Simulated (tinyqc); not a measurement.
Longitudinal sound in a periodic multilayer: transfer matrices, stop bands and folded phonons: one step, computed by the program tinyqc. Command: `OMP_NUM_THREADS=1 python tinyqc.py 3011768 3011769 out.jsonl multilayer walk`. One thread of a shared host (Intel(R) Xeon(R) Processor @ 2.30GHz), about 0.01 s of CPU time with the checks.

Layers 1 and 2 repeat with period d = d_1 + d_2; waves travel normal to the layers, without loss. State vector (u, s): displacement u and stress divided by omega. Impedances Z = rho v are in 1e6 kg/(m^2 s).

Task: Transfer matrix of one period. A layer maps (u, s) by [[cos p, sin p/Z], [-Z sin p, cos p]], p = 2 pi f d_i/v_i; one period is M = M_2 M_1, and cos(q d) = trace(M)/2.

Inputs (values chosen for the exercise, modelled on silica (layer 1), platinum (layer 2) and silica (substrate)): velocity v_1 = 6010 m/s; thickness d_1 = 14.9 nm; velocity v_2 = 4060 m/s; thickness d_2 = 10.2 nm; frequency f = 126 GHz.

Z_2 = 85.666

Z_1 = 12.9816

Give: phase p_1; phase p_2; M; trace(M)/2.

Result:

phase p_1 = 1.963 rad

phase p_2 = 1.989 rad

M:
```
[[0.02713, -0.03298],
 [34.78, -5.418]]
```

trace(M)/2 = -2.695

|trace/2| > 1: f lies in a stop band, and the amplitude falls by a factor 5.199 a period.
